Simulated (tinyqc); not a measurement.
Elastic strain and critical thickness of a cubic alloy layer A(1-x)B(x) on a thick substrate: one step, computed by the program tinyqc.

Strain is positive in tension. The layer is coherent with the substrate unless said otherwise.

Problem. Isotropic constants and the prefactor A. Voigt averages: G = (C11 - C12 + 3 C44)/5, B = (C11 + 2 C12)/3, nu = (3 B - 2 G)/(2 (3 B + G)); b = a/sqrt(2). The 60-degree dislocation has cos alpha = 1/2, and cos lambda = 1/2 on (001). Matthews-Blakeslee: h_c = A [ln(h_c/b) + 1], A = b (1 - nu cos^2 alpha)/(4 pi |f| (1 + nu) cos lambda), the factor 4 pi being that of a buried layer, with a dislocation at both interfaces.

Growth plane: (001). Layer: buried under a thick cap. Misfit dislocation: 60-degree.

elastic constants (GPa): C11 124.7088, C12 51.6726, C44 63.4143

free lattice constant a = 5.687425 angstrom

misfit f = -0.007811092

Give: shear modulus G; Poisson ratio nu; Burgers vector b; prefactor A.

Solution.

shear modulus G = 52.65581 GPa

Poisson ratio nu = 0.2186

Burgers vector b = 0.4022 nm

prefactor A = 6.357 nm
